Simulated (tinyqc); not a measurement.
# Two-junction solar cell, detailed-balance limit: several studies

The top cell takes all photons above E1, the bottom cell those between E2 and E1. Each cell follows J = Jsc - J0 (exp(V/Vt) - 1) with J0 = q ge Phi(gap, T)/ERE; light emitted by one cell and absorbed by the other is left out. In series both carry one current; wired apart (four terminals) each works at its own maximum power point. Efficiencies are counted against Pin = fs X sigma Ts^4.

Parameters, values chosen for the exercise: cell temperature T = 300 K; temperature of the black-body sun Ts = 5778 K; share of the hemisphere filled by the sun fs = 2.16e-5; concentration X = 100; external radiative efficiency ERE = 0.0001; number of faces that emit ge = 1; gap of the bottom cell E2 = 0.82 eV; gap of the top cell E1 = 1.73 eV.

Constants: q = 1.602176634e-19 C, kB = 1.380649e-23 J/K, h = 6.62607015e-34 J s, c = 299792458 m/s, Vt = kB T/q. Results are converted to the units shown.

Each table varies one quantity; the others keep the values above.

## Effect of the gap of the bottom cell

Photon flux above E from a black body at temperature T into a hemisphere: Phi(E, T) = A sum_k exp(-k E/th)[E^2 th/k + 2 E th^2/k^2 + 2 th^3/k^3], k = 1, 2, ..., with th = kB T/q in eV and A = 2 pi q^3/(h^3 c^2). J1 = q fs X Phi(E1, Ts), J2 = q fs X [Phi(E2, Ts) - Phi(E1, Ts)], J01 and J02 as above; sigma = 2 pi^5 kB^4/(15 h^3 c^2). In series V(J) = Vt [ln((J1 - J)/J01 + 1) + ln((J2 - J)/J02 + 1)], and J V(J) is largest where V = J Vt [1/(J1 - J + J01) + 1/(J2 - J + J02)]. Apart, each cell has (1 + v) exp(v) = 1 + Jsc/J0 at its maximum power point, v = Vmp/Vt.

The same in every row: J1 (mA/cm^2) = 2782.4.

Effect of the gap of the bottom cell:

| E2 (eV) | J2 (mA/cm^2) | series efficiency (%) | four-terminal efficiency (%) |
|---|---|---|---|
| 0.5 | 5863.1 | 28.001 | 29.601 |
| 0.65 | 5084.9 | 30.596 | 33.312 |
| 0.79 | 4321.6 | 33.004 | 35.693 |
| 0.94 | 3502.9 | 35.461 | 36.886 |
| 1.09 | 2712.4 | 36.389 | 36.700 |
| 1.24 | 1970.5 | 29.095 | 35.278 |
| 1.38 | 1333.1 | 21.024 | 33.009 |
| 1.53 | 715.48 | 11.997 | 29.779 |

As E2 goes from 0.5 to 1.53 eV, the series efficiency goes from 28.0 through a maximum of 36.4 (at E2 = 1.09 eV among the rows listed) to 12.0 %, and the four-terminal one goes from 29.6 through a maximum of 36.9 (at E2 = 0.94 eV among the rows listed) to 29.8 %. Among the rows the two lie closest, 0.31 points apart, at E2 = 1.09 eV, where J1/J2 = 1.03; the spread over the rows is 24.4 points in series and 7.28 apart. Current matching makes the series cell the more sensitive one.

## Effect of the gap of the top cell

Same model as above.

Effect of the gap of the top cell:

| E1 (eV) | J1 (mA/cm^2) | J2 (mA/cm^2) | series efficiency (%) | four-terminal efficiency (%) |
|---|---|---|---|---|
| 1.14 | 5241.3 | 1697.9 | 13.642 | 30.133 |
| 1.25 | 4705.5 | 2233.8 | 19.602 | 32.414 |
| 1.36 | 4203.0 | 2736.2 | 25.935 | 34.077 |
| 1.48 | 3696.0 | 3243.3 | 32.887 | 35.265 |
| 1.59 | 3270.3 | 3669.0 | 35.598 | 35.857 |
| 1.7 | 2881.9 | 4057.4 | 34.044 | 36.052 |
| 1.81 | 2530.1 | 4409.2 | 31.989 | 35.919 |
| 1.93 | 2186.3 | 4753.0 | 29.550 | 35.479 |
| 2.04 | 1905.9 | 5033.4 | 27.256 | 34.868 |

What does the table show?

As E1 goes from 1.14 to 2.04 eV, the series efficiency goes from 13.6 through a maximum of 35.6 (at E1 = 1.59 eV among the rows listed) to 27.3 %, and the four-terminal one goes from 30.1 through a maximum of 36.1 (at E1 = 1.7 eV among the rows listed) to 34.9 %. Among the rows the two lie closest, 0.26 points apart, at E1 = 1.59 eV, where J1/J2 = 0.891; the spread over the rows is 22.0 points in series and 5.92 apart. Current matching makes the series cell the more sensitive one.

## Effect of the temperature of the black-body sun

Same model as above.

Effect of the temperature of the black-body sun:

| Ts (K) | J1 (mA/cm^2) | J2 (mA/cm^2) | series efficiency (%) | four-terminal efficiency (%) |
|---|---|---|---|---|
| 4000 | 345.71 | 1320.1 | 17.440 | 27.363 |
| 4500 | 713.27 | 1973.0 | 22.819 | 30.695 |
| 5000 | 1300.0 | 2746.4 | 27.608 | 33.287 |
| 5500 | 2162.8 | 3626.4 | 31.631 | 35.220 |
| 6000 | 3357.0 | 4599.8 | 34.825 | 36.591 |
| 6500 | 4936.5 | 5654.0 | 37.122 | 37.498 |
| 7000 | 6953.1 | 6778.3 | 37.511 | 38.032 |
| 7500 | 9456.7 | 7963.2 | 34.404 | 38.268 |

As Ts goes from 4000 to 7500 K, the series efficiency goes from 17.4 through a maximum of 37.5 (at Ts = 7000 K among the rows listed) to 34.4 %, and the four-terminal one rises from 27.4 to 38.3 %. Among the rows the two lie closest, 0.38 points apart, at Ts = 6500 K, where J1/J2 = 0.873; the spread over the rows is 20.1 points in series and 10.9 apart. Current matching makes the series cell the more sensitive one.

Computed by the program tinyqc: `OMP_NUM_THREADS=1 python tinyqc.py 2820132 2820133 out.jsonl`, one thread of a shared Intel Xeon 2.30GHz, about 0.01 s for the whole run.
